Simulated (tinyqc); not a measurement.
Inside a calculation. Model: valley-orbit splitting of a donor ground state, with strain. Computed by tinyqc, a small Python program that keeps every step. Command: `OMP_NUM_THREADS=1 python tinyqc.py 3021780 3021781 out.jsonl valleyorbit walk`. One thread of a shared host (Intel(R) Xeon(R) Processor @ 2.30GHz), about 0.01 s of CPU time with the checks. Intermediate numbers are printed to about 5 digits and carried at full precision; extremes and crossings named in words are read from the listed rows.

The basis is the 1s envelope in each valley; energies are counted from the unstrained conduction-band edge. The strain is e_s (a a^T - 1/3) for the unit stress axis a, so valley j along n_j moves by Xi_u e_s w_j with w_j = (n_j.a)^2 - 1/3: +2/3 for [111], -2/9 for the others.

Inputs (values chosen for the exercise, modelled on donors in germanium): single-valley binding energy E_0 = 9.66 meV; central-cell shift Lambda = 1.2 meV; coupling Delta_1 = 0.18 meV; shear deformation potential Xi_u = 15.9 eV; shear strain e_s = 0.0002; temperature T = 300 K; donor density N_D = 3.6e+16 cm^-3; density-of-states mass of one valley m_e = 0.226 m_0.

Valleys: four along <111>. Stress axis: [111].

Constants: k_B = 8.617333262e-05 eV/K; m_0 = 9.1093837015e-31 kg; k_B = 1.380649e-23 J/K; h = 6.62607015e-34 J s.

## Levels without strain

By symmetry: E(A1) = E_0 + Lambda + 3 Delta_1 (one state), E(T2) = E_0 + Lambda - Delta_1 (three), as binding energies.

E(A1) = 11.4 meV

E(T2) = 10.68 meV

Only A1 has all valley amplitudes in phase, so only it has weight at the nucleus.

## The valley matrix under strain

H_jj = -(E_0 + Lambda) + Xi_u e_s w_j; H_jk = -Delta_1 between any two valleys.

H (meV), rows [111], [1-1-1], [-11-1], [-1-11]:
$$\begin{pmatrix}
-8.740 & -0.180 & -0.180 & -0.180 \\
-0.180 & -11.567 & -0.180 & -0.180 \\
-0.180 & -0.180 & -11.567 & -0.180 \\
-0.180 & -0.180 & -0.180 & -11.567
\end{pmatrix}$$

## Levels and ground state under strain

Diagonalise H; the ground vector has positive components. The density at the nucleus, and so the contact hyperfine coupling, scales as (sum_j c_j)^2/(number of valleys), which is 1 without strain; the envelopes are held fixed.

levels (meV): [-11.957, -11.387, -11.387, -8.710]

valley amplitudes of the ground state: [111] 0.09646, [1-1-1] 0.57466, [-11-1] 0.57466, [-1-11] 0.57466

hyperfine ratio A/A_0 = 0.82850

The valleys that move down hold 99.1 % of the ground state, against 75.0 % without strain.

## Binding energy under strain

The binding energy is counted from the lowest valley edge, min_j Xi_u e_s w_j; the gap is from the ground state to the next level.

binding energy under strain = 11.250 meV

gap to the first excited state = 0.57022 meV

## Populations and ionisation

z = sum over levels of exp(-(E - E_ground)/k_B T), the ground-state share being 1/z; N_c = 2 (2 pi m_e k_B T/h^2)^(3/2) sum_j exp(-(shift_j - lowest shift)/k_B T); n1 = N_c/(2 z) exp(-binding/k_B T), binding = lowest shift - E_ground; without compensation n = 2 N_D/(1 + sqrt(1 + 4 N_D/n1)) (Boltzmann statistics; p and higher states left out).

partition sum z = 3.8383

share of neutral donors in the ground state = 0.26053

N_c = 1.0505e+19 cm^-3

n1 = 8.8559e+17 cm^-3

free electrons n = 3.4645e+16 cm^-3

Caution: k_B T exceeds a third of E_0, so the p and higher states, left out, hold part of the bound electrons. Caution: at this donor density neighbouring orbits begin to overlap and the depth shrinks, which a fixed level leaves out.

## Strain dependence

The contact hyperfine ratio is A/A_0 = (sum_j c_j)^2/(number of valleys), c_j the valley amplitudes of the ground state; binding from the lowest valley edge.

Against strain:
```
e_s       Xi_u e_s (w_max - w_min) (meV)  binding (meV)  gap to next level (meV)    A/A_0
-0.00160                         -22.613         10.864                   22.262  0.26223
-0.00060                          -8.480         10.872                    8.144  0.28389
-0.00020                          -2.827         10.899                    2.544  0.36375
-0.00006                          -0.848         11.012                    0.792  0.68692
0.00006                            0.848         11.296                    0.616  0.92076
0.00020                            2.827         11.250                    0.570  0.82850
0.00060                            8.480         11.231                    0.551  0.77985
0.00160                           22.613         11.224                    0.544  0.76166
```

A/A_0 falls for either sign of strain, to 0.262 and 0.762 at the ends; its limits are the shares of the valleys that end up lowest, 1/4 under compression and 3/4 under tension. Near zero strain A/A_0 changes in second order, the binding in first. The binding energy drops from 11.40 meV to 10.86 and 11.22 meV, since fewer valleys share the valley-orbit gain.

## Do the excited 1s states matter for ionisation?

No strain here. The last two columns set z = 1, with the A1 depth, or use one level at E_0 with z equal to the number of valleys.

Ionised share:
```
T (K)       z  all 1s states  ground state alone  no splitting
6.6    1.8459     2.2851e-05          3.1046e-05    7.1664e-05
11.0   2.4036     1.6167e-03          2.5054e-03    3.1355e-03
17.0   2.8352     1.7096e-02          2.8616e-02    2.5948e-02
24.0   3.1180     6.4088e-02          1.1034e-01    8.5198e-02
33.0   3.3290     1.5837e-01          2.6925e-01    1.9220e-01
53.0   3.5625     3.9465e-01          6.0313e-01    4.3523e-01
88.0   3.7283     6.7705e-01          8.6018e-01    7.0302e-01
```

z grows from 1.846 to 3.73 of at most 4. Leaving out the excited states overstates the ionised share by up to 72.2 % (at 24.0 K); ignoring the splitting misses by a factor 3.14 at the lowest T and 1.04 at the highest.

Checks made by the program: symmetry formulas against diagonalisation (relative difference below 1e-10).
